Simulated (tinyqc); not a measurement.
# Single-junction solar cell, detailed-balance limit: two studies

Every photon above the gap Eg makes one pair and none below is absorbed; carriers thermalise at T and move without loss. Jsc = q fs X Phi(Eg, Ts); the dark current is J0 = q ge Phi(Eg, T)/ERE with the Boltzmann factor exp(V/Vt). The efficiency is the electrical power over fs X sigma Ts^4.

Values chosen for this exercise:

| symbol | value | unit | meaning |
|---|---|---|---|
| T | 350 | K | cell temperature |
| Ts | 7000 | K | temperature of the black-body sun |
| fs | 2.16e-5 |  | share of the hemisphere filled by the sun |
| X | 1 |  | concentration |
| ERE | 0.0001 |  | external radiative efficiency |
| ge | 2 |  | number of faces that emit |
| Eg | 0.82 | eV | band gap |

Constants: q = 1.602176634e-19 C, kB = 1.380649e-23 J/K, h = 6.62607015e-34 J s, c = 299792458 m/s, Vt = kB T/q. Results are converted to the units shown.

Each table varies one quantity; the others keep the values above.

## Effect of the concentration

Photon flux above E from a black body at temperature T into a hemisphere: Phi(E, T) = A sum_k exp(-k E/th)[E^2 th/k + 2 E th^2/k^2 + 2 th^3/k^3], k = 1, 2, ..., with th = kB T/q in eV and A = 2 pi q^3/(h^3 c^2). J(V) = Jsc - J0 (exp(V/Vt) - 1); Voc = Vt ln(1 + Jsc/J0); at maximum power v = Vmp/Vt solves (1 + v) exp(v) = 1 + Jsc/J0. Pin = fs X sigma Ts^4, sigma = 2 pi^5 kB^4/(15 h^3 c^2). FF = Vmp Jmp/(Voc Jsc).

Results:
```
X     Jsc (mA/cm^2)  Voc (V)  Eg/q - Voc (V)       FF  efficiency (%)
1            137.31  0.28512         0.53488  0.68268          9.0889
3            411.94  0.31826         0.50174  0.70388          10.460
10           1373.1  0.35457         0.46543  0.72380          11.983
30           4119.4  0.38770         0.43230  0.73957          13.389
300           41194  0.45715         0.36285  0.76693          16.371
1000       1.3731e5  0.49346         0.32654  0.77887          17.946
3000       4.1194e5  0.52660         0.29340  0.78864          19.392
```

Estimate the missing row, X = 100.

Computed row:
```
X    Jsc (mA/cm^2)  Voc (V)  Eg/q - Voc (V)       FF  efficiency (%)
100          13731  0.42402         0.39598  0.75472          14.942
```

With this row back in the table: As X goes from 1 to 3000, Jsc rises from 137 to 4.12e5 mA/cm^2, Voc rises from 0.285 to 0.527 V and the efficiency rises from 9.09 to 19.4 %. Voc gains 69.4 mV a decade of concentration (Vt ln 10), while Jsc/Pin stays the same. For X = 300 to 3000 the current passes 20 A/cm^2, where series resistance and heating, left out here, would dominate.

## Effect of the external radiative efficiency

Same model as above.

FF = Vmp Jmp/(Voc Jsc).

The same in every row: Jsc (mA/cm^2) = 137.31.

Results:
```
ERE    Voc (V)  Eg/q - Voc (V)       FF  efficiency (%)
1e-6   0.14646         0.67354  0.54118          3.7010
1e-5   0.21570         0.60430  0.62525          6.2973
0.001  0.35457         0.46543  0.72380          11.983
0.01   0.42402         0.39598  0.75472          14.942
0.1    0.49346         0.32654  0.77887          17.946
1      0.56291         0.25709  0.79831          20.983
```

Estimate the missing row, ERE = 0.0001.

Computed row:
```
ERE     Voc (V)  Eg/q - Voc (V)       FF  efficiency (%)
0.0001  0.28512         0.53488  0.68268          9.0889
```

With this row back in the table: As ERE goes from 1e-6 to 1, Jsc stays at 137 mA/cm^2, Voc rises from 0.146 to 0.563 V and the efficiency rises from 3.70 to 21.0 %. Each decade of ERE is worth 69.4 mV (Vt ln 10).

Numbers from tinyqc (`OMP_NUM_THREADS=1 python tinyqc.py 2820007 2820008 out.jsonl`; about 0.01 s on one thread of a shared Intel Xeon 2.30GHz).
